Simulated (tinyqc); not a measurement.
Finite-size error of a charged defect in a periodic cell: Madelung and Makov-Payne terms. From finite-size error back to width sigma of the defect charge. Computed by tinyqc, a small Python program. Command: `OMP_NUM_THREADS=1 python tinyqc.py 3008376 3008377 out.jsonl imagecharge inv`. One thread of a shared host (Intel(R) Xeon(R) Processor @ 2.30GHz), about 0.1 s of CPU time with the checks.

L is the cube root of the cell volume. The defect charge is a Gaussian, rho(r) = q (2 pi sigma^2)^(-3/2) exp(-r^2/2 sigma^2), repeated periodically in a uniform neutralising background and screened by a continuum. The model cell energy is E(L) = E_0 + [periodic - isolated electrostatic energy].

Inputs (values chosen for the exercise, with screening close to that of GaSb):
```
quantity                                     value      unit
charge q                                        -1         e
cell length L                                   13  angstrom
dielectric constant eps                       15.3         -
formation energy of the isolated defect E_0  2.338        eV
```

Supercell lattice: bcc. Screening: isotropic.

Constants: e^2/(4 pi eps_0) = 14.39964548 eV angstrom.

Method. Periodic energy of the Gaussian: (2 pi q^2/V) sum_(G != 0) exp(-sigma^2 G^2)/(G.eps.G) x e^2/(4 pi eps_0), n_i = -k..k with k = max(9, L/sigma rounded up). Isolated energy: q^2/(2 sqrt(pi) sigma) <1/(n.eps.n)> e^2/(4 pi eps_0), the mean over directions n, here 1/eps.

Task: A run gave the result below. Find the width sigma of the defect charge, known to lie between 0.92 and 2.1 angstrom.

finite-size error = -0.09964441 eV

Result:

Each step takes the trial c = (a f_b - b f_a)/(f_b - f_a), f being the result less the target and a, b, c the logarithms of the listed values; c replaces end b, the old b replaces a if the sign of f changed, and otherwise f_a is halved.

Scan of the range:
```
width sigma of the defect charge (angstrom)  finite-size error (eV)
0.92                                                      -0.102279
1.06                                                      -0.101533
1.21                                                      -0.100616
1.39                                                      -0.099357
1.59                                                      -0.097752
1.83                                                      -0.095543
2.10                                                      -0.092688
```

False position (Illinois rule, in the logarithm of the input) inside the bracket:
```
step    end a    end b    trial  finite-size error (eV)
1     1.21000  1.39000  1.34666              -0.0996759
2     1.39000  1.34666  1.35088              -0.0996453
3     1.39000  1.35088  1.35112              -0.0996436
4     1.35088  1.35112  1.35100              -0.0996444
```

Finite-size error rises at every point of a 13-point scan of the range (every second point is shown), so one value fits; it is bracketed by 1.21 and 1.39. Answer: width sigma of the defect charge = 1.351 angstrom.
